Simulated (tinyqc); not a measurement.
Inside a calculation. Method: plane-wave Kohn-Sham cycle with exchange-only LDA in a layered model solid. One step of it, computed by the program tinyqc.

Question. Iteration 1: Hamiltonian at one k. H(m,m') = (k + G_m)^2/2 delta + V(G_m - G_m'), with V(-G) = V(G).

A solid whose potential varies along x alone (atomic units):
```
parameter                      value
period a                   14.600000
cross-section of the cell  33.000000
electrons per cell                 2
grid points                       16
plane waves -n..n, n               3
k points                           1
V1 in V1 cos(2 pi x/a)     -0.660000
V2 in V2 cos(4 pi x/a)      0.070000
```

V(G_m), m = 0, 1, 2, ... (hartree): -0.158263  -0.330000  0.035000  0.000000  0.000000  0.000000  0.000000

k = 0.000000 2 pi / a

Give: H.

Answer.

H (hartree):
```
        -3      -2      -1      +0      +1      +2      +3
-3   0.675  -0.330   0.035   0.000   0.000   0.000   0.000
-2  -0.330   0.212  -0.330   0.035   0.000   0.000   0.000
-1   0.035  -0.330  -0.066  -0.330   0.035   0.000   0.000
+0   0.000   0.035  -0.330  -0.158  -0.330   0.035   0.000
+1   0.000   0.000   0.035  -0.330  -0.066  -0.330   0.035
+2   0.000   0.000   0.000   0.035  -0.330   0.212  -0.330
+3   0.000   0.000   0.000   0.000   0.035  -0.330   0.675
```
